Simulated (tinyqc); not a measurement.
# Changing the silicon available t_Si

Model: thermodynamics of metal silicides: hull, first phase, silicon consumed, nucleation and stability against SiO2. Computed by tinyqc, a small Python program. Command: `OMP_NUM_THREADS=1 python tinyqc.py 3007096 3007097 out.jsonl silphase sweep`. One thread of a shared host (Intel(R) Xeon(R) Processor @ 2.30GHz), about 0.01 s of CPU time with the checks.

Entropies of formation of the solids are neglected, so heats stand for free energies. Si fractions: M2Si 0.3333, MSi 0.5000, MSi2 0.6667.

Inputs (values chosen for the exercise, of the order of those of cobalt silicides for heats and volumes only):
```
quantity,value,unit
heat of formation of M2Si,-38.8,kJ/mol atoms
heat of formation of MSi,-48.7,kJ/mol atoms
heat of formation of MSi2,-34.2,kJ/mol atoms
molar volume of M,6.67,cm^3/mol
molar volume of Si,12.06,cm^3/mol
metal thickness t,4.5,nm
```

Phases: M2Si, MSi, MSi2.

Method. A phase is stable if it lies below every straight line between a phase on its left and one on its right (M and Si at zero). Distance = its heat less the lowest such line, negative for a stable phase. Overall Si fraction x0 = (t_Si/V_Si)/(t_Si/V_Si + t/V_M). In equilibrium the two stable phases that bracket x0 share the atoms by the lever rule.

One run for each value:
```
silicon available t_Si (nm),overall Si fraction x0,share of atoms in the Si-richer phase
1.35,0.14231,0.42693
3.71,0.31317,0.93952
6.07,0.42727,0.56363
8.44,0.50916,0.05494
10.80,0.57033,0.42198
13.20,0.61866,0.71196
15.50,0.65577,0.93460
17.90,0.68750,0.06249
20.20,0.71286,0.13859
```

Describe and explain the trends.

Over the rows, overall Si fraction x0 rises from 0.142 to 0.713 (exponent d ln y / d ln x 0.78 between the first rows and 0.30 between the last); share of atoms in the Si-richer phase lies between 0.0549 and 0.940 without a single trend. The share restarts from zero each time x0 passes the composition of a stable phase.

Extremes, crossings and ranges named in words are read from the listed rows.
